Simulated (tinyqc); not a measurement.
From results back to parameters: eight-band Kane k.p model. Two cases, with inputs chosen for the exercise.

Problem. In the Kane model 1/m = A_r + Ep (Eg + 2 Dso/3)/(Eg (Eg + Dso)) and the Roth formula gives g* = 2 - 2 Ep Dso/(3 Eg (Eg + Dso)). The mass and the g factor below were computed from hidden Ep and Dso.

Find: X; Y; Ep; Dso.

Method. Let X = 1/m - A_r and Y = (2 - g*)/2. Then X + Y = Ep/Eg and X - 2 Y = Ep/(Eg + Dso).

Case 1.

Values chosen (out of a larger set: near those of InP; not measured data): Eg = 1.466 eV (gap at Gamma to the s-like level); A_r = 0 (remote-band term in 1/m).

m = 0.0711193 m0
g* = 1.33595

Solution.

X = 14.061
Y = 0.332
Ep = 21.10 eV
Dso = 0.109 eV

Case 2.

Values chosen (out of a larger set: near those of Ge; not measured data): Eg = 0.872 eV (gap at Gamma to the s-like level); A_r = 1 (remote-band term in 1/m).

m = 0.0358628 m0
g* = -2.94747

Solution.

X = 26.884
Y = 2.474
Ep = 25.60 eV
Dso = 0.295 eV

Computed by tinyqc, one run a case: `OMP_NUM_THREADS=1 python tinyqc.py N N+1 out.jsonl` with N = 1080921, 1080927; one thread of a shared Intel(R) Xeon(R) Processor @ 2.30GHz, about 0.05 s a run at most.
